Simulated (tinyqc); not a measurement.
Formation energy of a charged point defect from supercell energies: one step, computed by the program tinyqc. Command: `OMP_NUM_THREADS=1 python tinyqc.py 3002039 3002040 out.jsonl formation walk`. One thread of a shared host (Intel(R) Xeon(R) Processor @ 2.30GHz), about 0.01 s of CPU time with the checks.

The host is a compound AB. Making the defect adds n_A = 0, n_B = -1, n_X = 1 atoms to the cell. All total energies are inputs. E_F is counted from the valence-band maximum (VBM); x = 0 is A-rich and x = 1 B-rich growth.

Task: Concentrations at the given E_F and T. E_f(q, E_F) = E_f(q, 0) + q E_F. c_q = N_s exp(-E_f(q, E_F)/k_B T), with all degeneracy factors one and no vibrational entropy.

Inputs (values chosen for the exercise, for a model compound AB): gap E_g = 2.29 eV; dielectric constant eps = 13.8; cell length L = 15.2 angstrom; Fermi level E_F = 0.877 eV; temperature T = 600 K; site density N_s = 4.2e+22 cm^-3.

Defect: impurity X on a B site. Supercell lattice: bcc.

charge states q: [3, 2, 1, 0]

E_f(q, 0) (eV): (q=+3) -0.241705, (q=+2) 1.241575, (q=+1) 2.457144, (q=0) 4.339000

Constants: k_B = 8.617333262e-05 eV/K.

Give: Charge states; lowest formation energy; total concentration; mean charge.

Result:

Charge states:
```
q   E_f (eV)  c_q (cm^-3)      share
+3     2.389    3.581e+02  1.000e+00
+2     2.996    2.894e-03  8.081e-06
+1     3.334    4.146e-06  1.158e-08
0      4.339    1.504e-14  4.199e-17
```

lowest formation energy = 2.389 eV

total concentration = 358.1 cm^-3

mean charge = 3.000 e

State +3 holds 100.0 % of the defects. Caution: the largest image-charge correction in these energies, q^2 alpha e^2/(8 pi eps_0 eps L) with alpha = 2.888462, exceeds a quarter of the gap; the point-charge term alone is then a rough estimate, usually too large for a charge that is spread out. Caution: E_f at E_F = 0 is negative for at least one charge state, so in equilibrium E_F cannot reach the valence-band maximum.
